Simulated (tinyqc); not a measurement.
Undoped gate-all-around wire MOSFET, analytic charge model: two steps of the calculation.

An undoped round wire of radius R under an insulator shell and a surrounding gate; long channel, electrons only, n = ni exp((psi - V)/Vt) with V the quasi-Fermi potential (0 at the source, Vd at the drain), constant mobility, no quantisation. The radial Poisson equation gives n(r) = n(0)/(1 - (1 - b) r^2/R^2)^2 with b = Q0/(Q + Q0). Q is the electron charge per area of the wire surface.

Inputs (values chosen for the exercise); material values close to those of silicon:
```
symbol,value,unit,meaning
T,250,K,temperature
Eg,1.12,eV,band gap
eps_r,11.6,,relative permittivity of the semiconductor
Nc,2.14e19,cm^-3,conduction-band density of states at T
Nv,1.99e19,cm^-3,valence-band density of states at T
eox,24.8,,relative permittivity of the gate insulator
tox,9.4,nm,insulator thickness
R,20,nm,wire radius
dphi,0.07,V,gate work function less that of the intrinsic body
Vg,1.12,V,gate voltage
```

Constants: q = 1.602176634e-19 C, kB = 1.380649e-23 J/K, Vt = kB T/q, eps0 = 8.8541878128e-14 F/cm where lengths are in cm. Results are converted to the units shown.

Task 1. Constants of the wire. ni = sqrt(Nc Nv) exp(-Eg/(2 Vt)), Eg in volts; Cox = eps0 eox/(R ln(1 + tox/R)); Q0 = 4 eps0 eps_r Vt/R; V0 = dphi + Vt ln[8 eps0 eps_r Vt/(q ni R^2)].

Wanted: ni; Cox; Q0; V0.

Result 1.

ni = 1.0605e8 cm^-3
Cox = 2.8498 uF/cm^2
Q0 = 44.254 nC/cm^2
V0 = 0.53707 V

Task 2. Charge at the source by Newton steps in y = ln(Q/Q0). With V = 0 and Q = Q0 exp(y): f = Q/Cox + Vt y + Vt ln(1 + Q/Q0) - (Vg - V0); df/dy = Q/Cox + Vt (1 + Q/(Q + Q0)); y(new) = y - f/(df/dy).

y after iteration 1 = 7.1743080
Cox = 2.8497961 uF/cm^2
Q0 = 44.253703 nC/cm^2
V0 = 0.53706961 V

Give: Q; f; df/dy; y after iteration 2.

Result 2.

Q = 5.777e4 nC/cm^2
f = 20.00 V
df/dy = 20.32 V
y after iteration 2 = 6.190

The value that enters this step is an overshoot, farther from the solution than the start was, so its intermediate quantities are not physical.

Computed by the program tinyqc: `OMP_NUM_THREADS=1 python tinyqc.py 2460155 2460156 out.jsonl`, one thread of a shared Intel Xeon 2.30GHz, about 0.04 s for the whole run.
